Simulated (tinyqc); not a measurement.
Free and trapped electrons in a MOS channel with a dense trap tail: free and trapped charge against gate voltage.

p-type body, charge-sheet picture, full ionisation (an idealisation for deep acceptors), Boltzmann statistics for free electrons. e = Ec - EF at the surface. Acceptor-like traps of density D(E) = D0 + De exp(-E/Ew) at depth E below Ec, from 0 to Eu, hold n_t = integral of D(E)/(1 + exp((e - E)/Vt)). psi = Eg - Vt ln(Nv/Na) - e; N_dep = sqrt(2 eps0 eps_r Na (psi - Vt)/q); n_f = sqrt(N_dep^2 + 2 eps0 eps_r Vt Nc exp(-e/Vt)/q) - N_dep; Vg = Vfb + psi + q (N_dep + n_t + n_f)/Cox, Cox = eps0 eox/tox.

Free share n_f/(n_f + n_t); swing ln 10 n_f/(dn_f/dVg); field-effect mobility mf q (dn_f/dVg)/Cox, for a constant mf; oxide field q (N_dep + n_t + n_f)/(eps0 eox).

Parameters, values chosen for the exercise; band and dielectric values close to those of 4H silicon carbide:

| symbol | value | unit | meaning |
|---|---|---|---|
| T | 300 | K | temperature |
| Eg | 3.27 | eV | band gap |
| eps_r | 9.87 |  | relative permittivity |
| Nc | 1.73e19 | cm^-3 | conduction-band density of states at T |
| Nv | 2.47e19 | cm^-3 | valence-band density of states at T |
| eox | 3.9 |  | relative permittivity of the insulator |
| tox | 25 | nm | insulator thickness |
| Na | 6.8e15 | cm^-3 | acceptor density |
| Vfb | -2.16 | V | flat-band voltage without trapped charge |
| D0 | 1.9e11 | cm^-2 eV^-1 | constant background density of acceptor-like traps |
| De | 2.7e13 | cm^-2 eV^-1 | density of the tail at the conduction edge |
| Ew | 0.05 | eV | decay energy of the tail |
| Eu | 0.99 | eV | depth below Ec down to which the traps reach |
| mf | 220 | cm^2/(V s) | mobility of free electrons |

Constants: q = 1.602176634e-19 C, kB = 1.380649e-23 J/K, Vt = kB T/q, eps0 = 8.8541878128e-14 F/cm where lengths are in cm. Results are converted to the units shown.

Result of one run:
columns A: Vg (V); B: e (eV); C: n_f (cm^-2); D: n_t (cm^-2); E: free share (%); F: swing (mV/decade); G: field-effect mobility (cm^2/(V s)); H: oxide field (MV/cm)
```
A          B         C         D      E     F      G       H
2.2  0.08171  1.846e11  5.404e11  25.47  1089  99.59  0.5535
```

What becomes of these results when the gate voltage Vg is changed from 2.2 to 3.2 V, all else the same?

Result of the changed run:
columns A: Vg (V); B: e (eV); C: n_f (cm^-2); D: n_t (cm^-2); E: free share (%); F: swing (mV/decade); G: field-effect mobility (cm^2/(V s)); H: oxide field (MV/cm)
```
A          B         C         D      E     F      G       H
3.2  0.03934  6.634e11  8.838e11  42.88  2784  140.0  0.9365
```

The whole series:
columns A: Vg (V); B: e (eV); C: n_f (cm^-2); D: n_t (cm^-2); E: free share (%); F: swing (mV/decade); G: field-effect mobility (cm^2/(V s)); H: oxide field (MV/cm)
```
A            B         C         D         E      F         G       H
1.1     0.4312   3.168e5  1.066e11  2.972e-4  79.42  0.002344  0.2533
1.6     0.1522  1.441e10  2.597e11     5.255  254.6     33.25  0.3417
2.2    0.08171  1.846e11  5.404e11     25.47   1089     99.59  0.5535
2.7    0.05670  4.049e11  7.277e11     35.75   1930     123.3  0.7434
3.2    0.03934  6.634e11  8.838e11     42.88   2784     140.0  0.9365
3.7    0.02570  9.520e11  1.013e12     48.44   3626     154.3   1.131
4.2    0.01432  1.267e12  1.119e12     53.10   4463     166.8   1.326
4.7   0.004527  1.604e12  1.203e12     57.15   5310     177.5   1.523
5.2  -0.004060  1.961e12  1.269e12     60.71   6182     186.4   1.719
```

n_f reaches 1e11 cm^-2 at Vg = 1.96 V, against 1.46 V without traps. The free share rises from 2.97e-4 to 60.7 % and the field-effect mobility rises from 0.00234 to 186 cm^2/(V s), although mf = 220 is constant: in the last row 84.7 % of Cox dVg goes into free electrons. The swing in the first row is 79.4 mV a decade (Vt ln 10 = 59.5). For Vg = 3.2, 3.7, 4.2, 4.7, 5.2 EF lies less than 2 Vt below the band edge, or above it, where degeneracy and confinement, left out, matter.

Numbers from tinyqc (`OMP_NUM_THREADS=1 python tinyqc.py 2222021 2222022 out.jsonl`; about 0.03 s on one thread of a shared Intel Xeon 2.30GHz).
